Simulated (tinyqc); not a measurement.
Thin-film transistor with exponential tail and deep states, accumulation layer: two steps of the calculation.

An undoped film in accumulation, thicker than the space-charge layer. With band bending psi the Fermi level lies E0 - psi below the band edge. Free electrons n = n0 exp(psi/Vt) carry the current; electrons in two exponential distributions of traps, a = a0 exp(psi/Va) and d = d0 exp(psi/Vp), do not. Linear regime, ohmic contacts, traps in equilibrium.

Inputs (values chosen for the exercise); values close to those of amorphous silicon:
```
symbol,value,unit,meaning
T,290,K,temperature
eps_r,11.8,,relative permittivity of the semiconductor
Nc,4.8e19,cm^-3,density of extended states
Nt,6e19,cm^-3,total density of tail states
Tt,360,K,characteristic temperature of the tail
Nd,7.1e17,cm^-3,total density of deep states
Td,1060,K,characteristic temperature of the deep states
E0,0.44,eV,bulk Fermi level below the band edge
Ci,100,nF/cm^2,gate capacitance
Vg,4.3,V,gate voltage above flat band
```

Constants: q = 1.602176634e-19 C, kB = 1.380649e-23 J/K, Vt = kB T/q, eps0 = 8.8541878128e-14 F/cm where lengths are in cm. Results are converted to the units shown.

Task 1. Bulk densities. Va = kB Tt/q, Vp = kB Td/q; n0 = Nc exp(-E0/Vt), a0 = Nt th(T/Tt) exp(-E0/Va), d0 = Nd th(T/Td) exp(-E0/Vp), th(x) = pi x/sin(pi x).

Wanted: Va; Vp; th(T/Tt); n0; a0; d0.

Result 1.

Va = 0.031022 V
Vp = 0.091344 V
th(T/Tt) = 4.4122
n0 = 1.0831e12 cm^-3
a0 = 1.8326e14 cm^-3
d0 = 6.5182e15 cm^-3

Task 2. Surface potential by Newton steps. Va = kB Tt/q, Vp = kB Td/q. G(psi) = sum over the three kinds of c0 [V (exp(psi/V) - 1) - psi], field F = sqrt(2 q G/(eps0 eps_r)); Vg = psi + eps0 eps_r F/Ci at the surface. f = psi + eps0 eps_r F/Ci - Vg, f' = 1 + q rho/(Ci F) with rho = sum c0 (exp(psi/V) - 1); psi(new) = psi - f/f'.

psi at the start = 0.44 V
n0 = 1.0831316e12 cm^-3
a0 = 1.8326369e14 cm^-3
d0 = 6.5182029e15 cm^-3

Give: F; f; f'; psi after iteration 1.

Result 2.

F = 1705.3 kV/cm
f = 13.957 V
f' = 295.56
psi after iteration 1 = 0.39278 V

Numbers from tinyqc (`OMP_NUM_THREADS=1 python tinyqc.py 2610070 2610071 out.jsonl`; about 0.01 s on one thread of a shared Intel Xeon 2.30GHz).
